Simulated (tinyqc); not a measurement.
Anisotropic wet etching of Si(100): plane rates, V-grooves, membranes and undercut: one step, computed by the program tinyqc. Command: `OMP_NUM_THREADS=1 python tinyqc.py 3018934 3018935 out.jsonl wetetch walk`. One thread of a shared host (Intel(R) Xeon(R) Processor @ 2.30GHz), about 0.01 s of CPU time with the checks.

A long slot opens the mask on a (100) wafer. The floor etches at R100; (111) walls stand at theta = arctan(sqrt2) = 54.7356 degrees to the surface and recede at R111 along their normal.

Problem. Designing a membrane from the back side. Etch depth d - membrane, time = depth/R100; for a membrane as wide as w the opening must be w + sqrt2 depth - 2 u time; oxide mask consumed R_ox x time; a 1 K error changes the depth by the fraction E/(k_B T^2); a convex mask corner, such as that of a mesa, would retreat by c x depth.

Inputs (values chosen for the exercise, close to those used for potassium hydroxide solutions):
```
quantity                                                                  value  unit
activation energy of (100), E                                               0.6    eV
corner undercut rate over (100) rate, c                                     2.4     -
bath temperature T                                                           45     C
width w (mask opening along <110>, or membrane width in the design step)     16    um
wafer thickness d                                                           380    um
membrane thickness wanted                                                   7.6    um
```

R100 = 0.1783786 um/min

lateral rate u = 0.003347123 um/min

R_ox = 3.290796e-04 um/min

Constants: k_B = 8.617333262e-05 eV/K.

Give: time to reach the membrane; opening needed; oxide consumed; depth error per kelvin; retreat of a convex corner.

Solution.

time to reach the membrane = 2088 min

opening needed = 528.7 um

oxide consumed = 687.0 nm

depth error per kelvin = 25.62 um

retreat of a convex corner = 893.76 um

The error per kelvin is 337 % of the membrane, so a timed etch cannot hold it and an etch stop is needed. A corner retreat larger than the depth shows why mesas need compensation structures. Caution: the remaining silicon is too narrow for its thickness to act as a membrane. Caution: rates also depend on concentration, doping, additives and stirring, all held fixed here.
